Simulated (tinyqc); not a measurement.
Circular transfer-length structure: one step of the calculation.

A disc contact of radius r0 and a very wide ring contact from r1 = r0 + sp outwards lie on a thin layer; the metal has no resistance and the sheet resistance under the contacts equals Rsh.

Task. The large-radius form. Transfer length Lt = sqrt(rc/Rsh). R = (Rsh/2 pi) [(Lt/r0) I0(r0/Lt)/I1(r0/Lt) + ln(r1/r0) + (Lt/r1) K0(r1/Lt)/K1(r1/Lt)] with modified Bessel functions; for r0 >> Lt both ratios tend to 1. Large radius: R = (Rsh/2 pi) [Lt (1/r0 + 1/r1) + ln(r1/r0)], and linearised for sp << r0: Rsh (sp + 2 Lt)/(2 pi r0).

Values chosen for this exercise: sheet resistance of the semiconductor layer Rsh = 440 ohm/sq; specific contact resistivity rc = 8.1e-5 ohm cm^2; radius of the inner contact r0 = 130 um; gap between the contacts sp = 22 um.

Find: large-radius R; linearised R.

Result.

large-radius R = 15.237 ohm
linearised R = 16.473 ohm

Numbers from tinyqc (`OMP_NUM_THREADS=1 python tinyqc.py 2760006 2760007 out.jsonl`; about 0.01 s on one thread of a shared Intel Xeon 2.30GHz).
